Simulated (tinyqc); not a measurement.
Worked calculation: geometry optimisation on the B3LYP (VWN-RPA form)/sto-3g surface (energies and gradients from PySCF), for H2, spin multiplicity 1. Computed by tinyqc, a small Python program that keeps every step (integrals from PySCF). Settings: charge = 0, multiplicity = 1, basis = sto-3g, functional = b3lyp, optimiser = sd, first Hessian = 0.15, largest step = 0.5, iteration cap = 30. Command: `OMP_NUM_THREADS=1 python tinyqc.py 26138 26139 out.jsonl` (the two numbers bound the seeds that draw the settings). One thread of a shared host (Intel(R) Xeon(R) Processor @ 2.60GHz), about 4 s of CPU time with the checks.

## Step 1: energy and gradient

positions at the start (bohr), order 1H, 2H:
```
[[0.0000, 0.0000, 0.0000],
 [0.0000, 0.0000, 1.5420]]
```

Self-consistent energy and analytic gradient at these positions.

energy = -1.159812 hartree

gradient (hartree/bohr), order 1H, 2H:
```
[[0.000000, 0.000000, -0.063331],
 [0.000000, 0.000000, 0.063331]]
```

## Step 1: move

Steepest descent, p = -g / 0.15; steps longer than 0.5 bohr are cut back (factor 0.837 here).

positions after step 1 (bohr), order 1H, 2H:
```
[[0.0000, 0.0000, 0.3536],
 [0.0000, 0.0000, 1.1885]]
```

## Step 2: energy and gradient

As before.

energy = -1.018945 hartree

gradient (hartree/bohr), order 1H, 2H:
```
[[0.000000, 0.000000, 0.767326],
 [0.000000, 0.000000, -0.767326]]
```

## Step 2: move

Steepest descent, p = -g / 0.15; steps longer than 0.5 bohr are cut back (factor 0.069 here).

positions after step 2 (bohr), order 1H, 2H:
```
[[0.0000, 0.0000, 0.0000],
 [0.0000, 0.0000, 1.5420]]
```

## Step 3: energy and gradient

As before.

energy = -1.159812 hartree

gradient (hartree/bohr), order 1H, 2H:
```
[[0.000000, 0.000000, -0.063331],
 [0.000000, 0.000000, 0.063331]]
```

## Step 3: move

As before.

positions after step 3 (bohr), order 1H, 2H:
```
[[0.0000, 0.0000, 0.3536],
 [0.0000, 0.0000, 1.1885]]
```

## Convergence

Stop when the largest gradient component is below 3e-5 hartree/bohr.

Course of the optimisation:
```
step  E (hartree)  largest gradient (hartree/bohr)
1       -1.159812                         6.33e-02
2       -1.018945                         7.67e-01
3       -1.159812                         6.33e-02
4       -1.018945                         7.67e-01
5       -1.159812                         6.33e-02
6       -1.018945                         7.67e-01
7       -1.159812                         6.33e-02
8       -1.018945                         7.67e-01
9       -1.159812                         6.33e-02
10      -1.018945                         7.67e-01
11      -1.159812                         6.33e-02
12      -1.018945                         7.67e-01
13      -1.159812                         6.33e-02
14      -1.018945                         7.67e-01
15      -1.159812                         6.33e-02
16      -1.018945                         7.67e-01
17      -1.159812                         6.33e-02
18      -1.018945                         7.67e-01
19      -1.159812                         6.33e-02
20      -1.018945                         7.67e-01
21      -1.159812                         6.33e-02
22      -1.018945                         7.67e-01
23      -1.159812                         6.33e-02
24      -1.018945                         7.67e-01
25      -1.159812                         6.33e-02
26      -1.018945                         7.67e-01
27      -1.159812                         6.33e-02
28      -1.018945                         7.67e-01
29      -1.159812                         6.33e-02
30      -1.018945                         7.67e-01
```

Distances after the last move, whose energy is not in the table (angstrom):
```
pair   distance
2H-1H    0.8160
```

Not converged within 30 steps: the energy rises at some steps, so steps overshoot. Reruns: method bfgs, first Hessian 0.6, largest step 0.3: converged in 5 (E = -1.16554).
